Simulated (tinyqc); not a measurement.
Bond-orbital model of a tetrahedral semiconductor (Harrison's universal couplings): one step. Bond and antibond. Two cases, with inputs chosen for the exercise.

Task: The 2 x 2 problem [[ehc, -V2], [-V2, eha]] gives (ehc + eha)/2 -/+ sqrt(V2^2 + V3^2); ap = V3/sqrt(V2^2 + V3^2), ac = V2/sqrt(V2^2 + V3^2); the bond has weight (1 + ap)/2 on the anion.

Hybrid level eh = (es + 3 ep)/4; metallic energy V1 = (ep - es)/4 for each atom; covalent energy V2 = 3.22 hbar^2/(m d^2); polar energy V3 = (ehc - eha)/2; hbar^2/m = 2c, c = hbar^2/2m0. Polarity ap = V3/sqrt(V2^2 + V3^2), covalency ac = V2/sqrt(V2^2 + V3^2). p-p coupling at Gamma Exx = (4/3)(2.22 - 2 x 0.63) hbar^2/(m d^2) = 1.28 hbar^2/(m d^2), s-s coupling Ess = 4 x 1.32 hbar^2/(m d^2).

Give: levels; ap; ac; weight on the anion.

Case 1.

hybrid levels (eV): cation -7.177500, anion -12.047500

V2, V3 (eV): 4.405394  2.435000

Result:

levels (eV): bond -14.6461, antibond -4.5789

ap = 0.4838
ac = 0.8752
weight on the anion = 0.7419

Case 2.

hybrid levels (eV): cation -4.795000, anion -11.910000

V2, V3 (eV): 3.152103  3.557500

Result:

levels (eV): bond -13.1056, antibond -3.5994

ap = 0.7485
ac = 0.6632
weight on the anion = 0.8742

Computed by tinyqc, one run a case: `OMP_NUM_THREADS=1 python tinyqc.py N N+1 out.jsonl` with N = 1482497, 1482548; one thread of a shared Intel(R) Xeon(R) Processor @ 2.30GHz, about 0.01 s a run at most.
